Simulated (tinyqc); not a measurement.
Static response in three, two and one dimensions: static screening by free carriers.

Lindhard at zero temperature: eps(q)/eps = 1 + (qTF/q)^2 L(x), x = q/(2 kF), L(x) = 1/2 + ((1 - x^2)/(4x)) ln|(1 + x)/(1 - x)|.

kF = 1.19268 1/angstrom
qTF = 1.69401 1/angstrom

x = q/(2 kF). Response over its long-wave value: L3 as above; L2 = 1 for x <= 1 and 1 - sqrt(1 - 1/x^2) beyond; L1 = ln|(1 + x)/(1 - x)|/(2x).

Response:
```
x,L3,L2,L1,"eps(q)/eps, Lindhard 3D",Thomas-Fermi
0.101,0.997,1.000,1.003,50.27,50.44
0.302,0.969,1.000,1.032,6.358,6.530
0.503,0.911,1.000,1.100,2.816,2.993
0.704,0.814,1.000,1.243,1.828,2.018
0.906,0.649,1.000,1.661,1.399,1.614
0.986,0.535,1.000,2.513,1.278,1.519
1.027,0.442,0.772,2.102,1.212,1.478
1.107,0.348,0.571,1.346,1.143,1.412
1.308,0.226,0.355,0.770,1.067,1.295
1.610,0.141,0.216,0.451,1.027,1.195
2.214,0.071,0.108,0.220,1.007,1.103
```

What does the comparison show, and why?

Next to x = 1 the table has L3 = 0.535 and 0.442, L2 = 1.000 and 0.772, L1 = 2.513 and 2.102: an infinite slope in 3D, a kink in 2D and a logarithmic peak in 1D, where the whole Fermi surface is joined by 2 kF. These features give Friedel oscillations of period pi/kF = 2.63 angstrom at zero temperature; they wash out once kT nears EF, so this table, for T = 0, describes the gas only where EF is well above kT. Thomas-Fermi overstates eps(q) by 6.3 % at x = 0.503 and by 16.3 % at x = 1.61.

Program tinyqc; command `OMP_NUM_THREADS=1 python tinyqc.py 1651159 1651160 out.jsonl`; about 0.01 s on one thread of a shared Intel(R) Xeon(R) Processor @ 2.30GHz.
